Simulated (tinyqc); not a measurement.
Composition and strain of an epitaxial Si(1-x)Ge(x) layer from Raman and X-ray peaks: one step, computed by the program tinyqc.

A (001) layer, biaxially strained in the plane. The Raman peaks follow empirical lines omega = w0 + c1 x + c3 x^3 + b eps (c3 for Si-Ge alone), with eps the in-plane strain.

Problem. Lattice constants and strain. Relaxed lattice constant a(x) = a_Si + (a_Ge - a_Si) x - B x (1 - x). In-plane constant a_par = a_sub + R (a(x) - a_sub); eps = a_par/a(x) - 1; eps_perp = -(2 C12/C11) eps with 2 C12/C11 linear in x; a_perp = a(x) (1 + eps_perp). The buffer has a_sub = a(y).

Inputs (values chosen for the exercise, modelled on silicon-germanium):
```
quantity,value,unit
Ge fraction x,0.73,-
degree of relaxation R,0.79,-
Ge fraction y of the buffer,0.83,-
lattice constant of Si,5.431,angstrom
lattice constant of Ge,5.658,angstrom
bowing B,0.028,angstrom
2 C12/C11 of Si,0.772,-
2 C12/C11 of Ge,0.751,-
```

Substrate: relaxed alloy buffer.

Give: relaxed constant a(x); substrate constant a_sub; a_par; in-plane strain eps; strain along the normal; a_perp.

Solution.

relaxed constant a(x) = 5.5912 angstrom

substrate constant a_sub = 5.6155 angstrom

a_par = 5.5963 angstrom

in-plane strain eps = 0.91148 per mille

strain along the normal = -0.68969 per mille

a_perp = 5.5873 angstrom

The layer is under tension in the plane and is shortened along the normal.
